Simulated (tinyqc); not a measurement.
# On-chip interconnect, size-dependent resistivity and RC delay: what changes with what

A rectangular line between two neighbours and two ground planes. Surface and grain-boundary scattering are added to the bulk resistivity as corrections; capacitances are parallel-plate values without fringing; inductance is ignored.

Values chosen for this exercise; metal values close to those of copper: bulk resistivity rho0 = 1.69 uohm cm; bulk mean free path lam = 40.7 nm; specular share of surface scattering ps = 0; reflection coefficient of grain boundaries Rg = 0.48; grain size over the metal width gr = 1; drawn line width wd = 10 nm; aspect ratio, height over width AR = 1.3; liner on both walls and the bottom, not conducting tl = 2 nm; space to the neighbouring lines sp = 10 nm; dielectric height to the planes above and below hd = 22 nm; relative permittivity of the dielectric ek = 2.2; Miller factor of the neighbours Mf = 1; line length Lw = 200 um; driver resistance Rd = 1100 ohm; load capacitance Cl = 1.2 fF; bulk resistivity of the second metal (close to iridium) rho2 = 5.31 uohm cm; mean free path of the second metal lam2 = 6.94 nm; liner of the second metal tl2 = 0.1 nm.

Constants: eps0 = 8.8541878128e-12 F/m. Results are converted to the units shown.

Each table varies one quantity; the others keep the values above.

## Delay against the space to the neighbouring lines

Metal width x = wd - 2 tl, height y = AR wd - tl; grain boundaries (Mayadas-Shatzkes): al = (lam/(gr x)) Rg/(1 - Rg), g = 1/[1 - 3 al/2 + 3 al^2 - 3 al^3 ln(1 + 1/al)] - 1; surfaces (Fuchs-Sondheimer, thick limit): s = (3/8) lam (1 - ps)(1/x + 1/y); rho = rho0 (1 + g + s); r = rho/(x y); c = eps0 ek (2 wd/hd + 2 Mf AR wd/sp). Elmore delay tE = Rd (c Lw + Cl) + r Lw (c Lw/2 + Cl); t50 is the time at which the far end of a ladder of 30 pi sections (half capacitances at both ends, Cl at the far end, a step applied through Rd) reaches half the step; line share r Lw/(Rd + r Lw); estimate 0.69 Rd (c Lw + Cl) + 0.38 r c Lw^2 + 0.69 r Lw Cl.

The same in every row: rho (uohm cm) = 22.55; r (ohm/um) = 3416; line share of the resistance (%) = 99.84.

Delay against the space to the neighbouring lines:
```
sp (nm),c (fF/um),tE (ps),t50 (ps),estimate (ps)
5,0.1190,8978,6796,6764
6.9,0.09111,7066,5346,5311
9.7,0.06992,5614,4244,4208
13,0.05667,4705,3555,3518
19,0.04436,3862,2913,2877
26,0.03719,3370,2539,2503
36,0.03178,2999,2256,2222
50,0.02784,2729,2050,2016
```

What does the table show?

As sp goes from 5 to 50, r stays at 3420 ohm/um, c falls from 0.119 to 0.0278 fF/um and t50 falls from 6800 to 2050 ps. t50/tE lies between 0.751 and 0.757, and the estimate is within 1.6 % of t50.

## Two metals against line width

Metal width x = wd - 2 tl, height y = AR wd - tl; grain boundaries (Mayadas-Shatzkes): al = (lam/(gr x)) Rg/(1 - Rg), g = 1/[1 - 3 al/2 + 3 al^2 - 3 al^3 ln(1 + 1/al)] - 1; surfaces (Fuchs-Sondheimer, thick limit): s = (3/8) lam (1 - ps)(1/x + 1/y); rho = rho0 (1 + g + s); r = rho/(x y). The second metal has rho2, lam2 and tl2 in place of rho0, lam and tl; ps, Rg, gr and AR are shared.

Two metals against line width:
```
wd (nm),"rho, first (uohm cm)","rho, second (uohm cm)","r, first (ohm/um)","r, second (ohm/um)",ratio second/first
6.5,49.98,16.60,3.099e4,3155,0.1018
8,32.48,14.46,9667,1800,0.1862
10,22.55,12.62,3416,998.4,0.2923
13,15.79,10.94,1178,508.6,0.4318
17,11.56,9.618,442.6,260.2,0.5880
22,8.886,8.646,185.6,139.2,0.7498
30,6.719,7.764,69.84,66.98,0.9590
45,4.913,6.953,21.21,26.58,1.253
70,3.714,6.371,6.323,10.04,1.588
120,2.856,5.932,1.599,3.176,1.987
```

The resistivity of the first metal falls from 50.0 to 2.86 uohm cm and that of the second goes from 16.6 to 5.93 uohm cm as the line widens. The products rho0 lam, which set the size effect, are 68.8 and 36.9 uohm cm nm. The two resistances cross at wd = 31.8 nm: below it the second metal gives the lower line resistance. For widths well under the mean free path the thick-limit surface term is only a guide.

Range of the model: The metal width is under the mean free path, where the thick-limit surface term and the simple sum of corrections lose accuracy.

Numbers from tinyqc (`OMP_NUM_THREADS=1 python tinyqc.py 2100013 2100014 out.jsonl`; about 0.01 s on one thread of a shared Intel Xeon 2.30GHz).
